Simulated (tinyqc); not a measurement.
## Charges from the flat band at three thicknesses

Problem. For a gate stack whose outer layer (permittivity e2) is made in three thicknesses t2, Vfb = V0 - (q/eps0) [Qb t2/e2 + r2 t2^2/(2 e2)], with Qb the sheet density of all charge below that layer and r2 the uniform density in it. Find V0, Qb and r2.

Values chosen for this exercise:

| symbol | value | unit | meaning |
|---|---|---|---|
| e2 | 24.1 |  | relative permittivity of layer 2 |

Constants: q = 1.602176634e-19 C, eps0 = 8.8541878128e-14 F/cm where lengths are in cm. Results are converted to the units shown.

t2 (nm): [2.5, 4.8, 7.9]
Vfb (V): [0.20900496, 0.18324794, 0.14161901]

Solution. A parabola through the three points gives the three coefficients.

V0 = 0.2320 V
Qb = 1.090e12 cm^-2
r2 = 1.100e18 cm^-3

Computed by the program tinyqc: `OMP_NUM_THREADS=1 python tinyqc.py 2010169 2010170 out.jsonl`, one thread of a shared Intel Xeon 2.30GHz, about 0.01 s for the whole run.
